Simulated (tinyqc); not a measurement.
Modulation-doped quantum well, Poisson-Schroedinger loop: one step of the calculation.

A well of width L centred at z = 0 between barriers Vb; effective-mass electrons, parabolic bands. The electrons come from donor sheets outside the mesh, a share fL of Ns on the left and the rest on the right, so the structure is neutral. Energies are counted from the band edge of the well, with U = 0 on the first node in the Hartree part.

Task. Levels and probability densities. Tridiagonal Hamiltonian with psi = 0 one step beyond both ends: H_ii = C (1/m_(i-1/2) + 1/m_(i+1/2))/hz^2 + V0_i + U_i, H_(i,i+1) = -C/(m_(i+1/2) hz^2), C = hbar^2/(2 m0). The lowest 2 level(s) are kept, normalised to hz sum |psi|^2 = 1.

Values chosen for this exercise:
- hz = 0.82 nm (mesh step)

Constants: q = 1.602176634e-19 C, hbar = 1.054571817e-34 J s, m0 = 9.1093837015e-31 kg, hbar^2/(2 m0) = 0.0380998212 eV nm^2. Results are converted to the units shown.

```
node  fixed potential V0 (eV)  self-consistent potential U at the start (eV)
1                  0.15400000                                              0
2                  0.15400000                                              0
3                  0.15400000                                              0
4                  0.00000000                                              0
5                  0.00000000                                              0
6                  0.00000000                                              0
7                  0.00000000                                              0
8                  0.00000000                                              0
9                  0.00000000                                              0
10                 0.00000000                                              0
11                 0.00000000                                              0
12                 0.00000000                                              0
13                 0.00000000                                              0
14                 0.00000000                                              0
15                 0.15400000                                              0
16                 0.15400000                                              0
17                 0.15400000                                              0
```

mass on the intervals 1/2, 3/2, ... (mean of both at an interface) (m0): 0.088  0.088  0.088  0.07755  0.0671  0.0671  0.0671  0.0671  0.0671  0.0671  0.0671  0.0671  0.0671  0.0671  0.07755  0.088  0.088  0.088

Give: levels; |psi|^2 of E1; |psi|^2 of E2.

Result.

levels (eV): E1 0.03191, E2 0.12648

```
node  |psi|^2 of E1 (1/nm)  |psi|^2 of E2 (1/nm)
1                  0.00140               0.00705
2                  0.00673               0.02943
3                  0.02021               0.07100
4                  0.04793               0.12969
5                  0.07676               0.14995
6                  0.10544               0.12698
7                  0.12968               0.07402
8                  0.14584               0.02162
9                  0.15152               0.00000
10                 0.14584               0.02162
11                 0.12968               0.07402
12                 0.10544               0.12698
13                 0.07676               0.14995
14                 0.04793               0.12969
15                 0.02021               0.07100
16                 0.00673               0.02943
17                 0.00140               0.00705
```

Program tinyqc, `OMP_NUM_THREADS=1 python tinyqc.py 2140138 2140139 out.jsonl`; Intel Xeon 2.30GHz, shared host, one thread, about 0.1 s.
